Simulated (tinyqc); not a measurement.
From results back to parameters: Boltzmann transport in a parabolic band with a power-law relaxation time. Four cases, with inputs chosen for the exercise.

Problem. The Seebeck coefficient and the Hall density nH = n/rH are given; md is hidden (a Pisarenko analysis).

F_j(eta) = (1/Gamma(j + 1)) integral_0^infinity x^j dx/(1 + exp(x - eta)), which tends to exp(eta) for eta << 0.

n = N F_1/2(eta) with N = 2 (m kB T/(4 pi c))^(3/2) with c = hbar^2/2m0, in 1/angstrom^3; times 1e24 for 1/cm^3, m = md.

tau = tau0 x^r with x = E/kT. With K_j = Gamma(j + 1) F_j(eta): <tau> = tau0 (r + 3/2) K_(r+1/2)/((3/2) K_(1/2)); mu = <tau>/(mc m0/e), m0/e = 5.685630e-12 kg/C; Hall factor rH = (3/2) K_(1/2) (2r + 3/2) K_(2r+1/2)/((r + 3/2) K_(r+1/2))^2; Seebeck S = -(kB/e) [(r + 5/2) K_(r+3/2)/((r + 3/2) K_(r+1/2)) - eta]; Lorenz number L = (kB/e)^2 [(r + 7/2) K_(r+5/2)/((r + 3/2) K_(r+1/2)) - ((r + 5/2) K_(r+3/2)/((r + 3/2) K_(r+1/2)))^2]; kB/e in V/K. Valley anisotropy is left out of rH.

Constants: hbar^2/2m0 = 3.80998211 eV angstrom^2; kB = 8.617333262e-05 eV/K.

Find: eta; rH; n; md.

Method. S depends on eta alone and |S| falls steadily with it; eta gives rH and so n, and N = n/F_1/2(eta) gives md from N proportional to md^(3/2).

Case 1.

Values chosen (out of a larger set: masses near those of Ge; tau0 is set for a mobility of the usual size at this n, kL is a free input; freeze-out and phonon drag, which matter near 77 K, are left out; not measured data): r = -0.5 (exponent of tau); T = 400 K.

S = -513.456 microvolt/K
nH = 2.6344e+17 1/cm^3

Solution.

eta = -3.95
rH = 1.177
n = 3.1e+17 1/cm^3
md = 0.560 m0

Case 2.

Values chosen (out of a larger set: masses near those of Si; tau0 is set for a mobility of the usual size at this n, kL is a free input; freeze-out and phonon drag, which matter near 77 K, are left out; not measured data): r = 1.5 (exponent of tau); T = 400 K.

S = -725.277 microvolt/K
nH = 2.6433e+17 1/cm^3

Solution.

eta = -4.41
rH = 1.929
n = 5.1e+17 1/cm^3
md = 1.062 m0

Case 3.

Values chosen (out of a larger set: masses near those of GaAs; tau0 is set for a mobility of the usual size at this n, kL is a free input; freeze-out and phonon drag, which matter near 77 K, are left out; not measured data): r = 0 (exponent of tau); T = 300 K.

S = -98.378 microvolt/K
nH = 2.5000e+18 1/cm^3

Solution.

eta = 3.77
rH = 1.000
n = 2.5e+18 1/cm^3
md = 0.065 m0

Case 4.

Values chosen (out of a larger set: masses near those of InAs; tau0 is set for a mobility of the usual size at this n, kL is a free input; freeze-out and phonon drag, which matter near 77 K, are left out; not measured data): r = 0.5 (exponent of tau); T = 77 K.

S = -102.666 microvolt/K
nH = 1.0755e+17 1/cm^3

Solution.

eta = 4.87
rH = 1.023
n = 1.1e+17 1/cm^3
md = 0.025 m0

Computed by tinyqc, one run a case: `OMP_NUM_THREADS=1 python tinyqc.py N N+1 out.jsonl` with N = 1651751, 1651785, 1651803, 1651810; one thread of a shared Intel(R) Xeon(R) Processor @ 2.30GHz, about 0.01 s a run at most.
